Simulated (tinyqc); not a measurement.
Junctionless gate-all-around wire, depletion approximation: two steps of the calculation.

A uniformly doped n-type wire of radius R under a surrounding gate; long channel. Below flat band a shell from radius rc to R is fully depleted and the neutral core, at channel potential V (0 at the source, Vd at the drain), carries the current with constant mobility; s = (rc/R)^2 is the share of the cross-section that conducts. The edge of the depleted shell is taken as abrupt, so there is no subthreshold current.

Parameters, values chosen for the exercise; material values those of a made-up semiconductor:
- R = 15 nm (wire radius)
- Nd = 1.8e18 cm^-3 (donor density)
- Vfb = 0.69 V (flat-band voltage)
- mu = 32 cm^2/(V s) (effective mobility in the wire)
- L = 1 um (gate length)
- Vg = 0.66 V (gate voltage)
- Vd = 0.2 V (drain voltage)

Constants: q = 1.602176634e-19 C. Results are converted to the units shown.

Problem 1. Conducting share at the source by Newton steps. With V = 0: f = A (1 - s + s ln s) + B (1 - s) - (Vfb - Vg); f' = A ln s - B; s(new) = s - f/f'.

s at the start = 0.2
A = 0.14313529 V
B = 0.064016276 V

Wanted: f; f'; s after iteration 1.

Solution 1.

f = 0.089648 V
f' = -0.29438 V
s after iteration 1 = 0.50453

Problem 2. Core radius, conductance and current. s solves Vfb - Vg + V = A (1 - s + s ln s) + B (1 - s), and s = 0 where the left side exceeds A + B. I = (q mu Nd pi R^2/L)[g(s0) - g(sL)], g = A (s^2/4 - (s^2/2) ln s) + B s^2/2, with s0 at V = 0 and sL at V = Vd. rc = R sqrt(s0); the small-signal conductance at Vd = 0 is q mu Nd pi R^2 s0/L.

s0 = 0.66962070
sL = 0
A = 0.14313529 V
B = 0.064016276 V

Wanted: rc at the source; conductance; I.

Solution 2.

rc at the source = 12.27 nm
conductance = 0.4368 uS
I = 0.02822 uA

The drain end is pinched off, so the current is saturated.

Computed by the program tinyqc: `OMP_NUM_THREADS=1 python tinyqc.py 2460166 2460167 out.jsonl`, one thread of a shared Intel Xeon 2.30GHz, about 0.01 s for the whole run.
